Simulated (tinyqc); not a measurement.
UHF in the sto-6g basis, for Be+, spin multiplicity 2, step by step. This run ends on a higher stationary point, not on the lowest solution. One step of it, computed by the program tinyqc.

Question. Iteration 3: DIIS coefficients. Solve [B -1; -1 0][c; lambda] = [0; -1] for the coefficients, which sum to one.

B (overlaps of the stored error matrices):
$$\begin{pmatrix}
2.0842223e-01 & 3.0762005e-02 \\
3.0762005e-02 & 4.9590334e-03
\end{pmatrix}$$

Give: DIIS coefficients.

Answer.

DIIS coefficients: [-0.1699, 1.1699]
